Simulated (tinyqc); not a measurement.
Worked calculation: RHF in the 3-21g basis, for H2, spin multiplicity 1. One step of it, computed by the program tinyqc.

Question. Iteration 2: DIIS coefficients. Solve [B -1; -1 0][c; lambda] = [0; -1] for the coefficients, which sum to one.

B (overlaps of the stored error matrices):
```
[[2.1829142e-01, 7.0043742e-02],
 [7.0043742e-02, 1.7060372e-01]]
```

Give: DIIS coefficients.

Answer.

DIIS coefficients: [0.4042, 0.5958]
